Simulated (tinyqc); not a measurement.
Trap density from two Hall measurements.

Problem. p-type body, charge-sheet picture, full ionisation (an idealisation for deep acceptors), Boltzmann statistics for free electrons. e = Ec - EF at the surface. psi = Eg - Vt ln(Nv/Na) - e; N_dep = sqrt(2 eps0 eps_r Na (psi - Vt)/q); n_f = sqrt(N_dep^2 + 2 eps0 eps_r Vt Nc exp(-e/Vt)/q) - N_dep; Vg = Vfb + psi + q (N_dep + n_t + n_f)/Cox, Cox = eps0 eox/tox. Find e and n_t at both points and the mean trap density between them.

Inputs (values chosen for the exercise); band and dielectric values close to those of 4H silicon carbide: temperature T = 475 K; band gap Eg = 3.3 eV; relative permittivity eps_r = 9.64; conduction-band density of states at T Nc = 3.45e19 cm^-3; valence-band density of states at T Nv = 5.02e19 cm^-3; relative permittivity of the insulator eox = 3.9; insulator thickness tox = 52 nm; acceptor density Na = 1.1e16 cm^-3; flat-band voltage without trapped charge Vfb = -2.51 V.

Constants: q = 1.602176634e-19 C, kB = 1.380649e-23 J/K, Vt = kB T/q, eps0 = 8.8541878128e-14 F/cm where lengths are in cm. Results are converted to the units shown.

Vg (V): [2.9734177, 5.5645353]
free sheet density from the Hall effect (cm^-2): [1.1522796e10, 1.6871990e11]

Answer. Each n_f fixes e; what the gate voltage holds beyond psi, N_dep and n_f is trapped; the difference quotient is the density, smeared over a few Vt.

e (eV): [0.289, 0.173]
n_t (cm^-2): [6.01e11, 1.46e12]
mean trap density = 7.38e12 cm^-2 eV^-1

Computed by the program tinyqc: `OMP_NUM_THREADS=1 python tinyqc.py 2222066 2222067 out.jsonl`, one thread of a shared Intel Xeon 2.30GHz, about 0.02 s for the whole run.
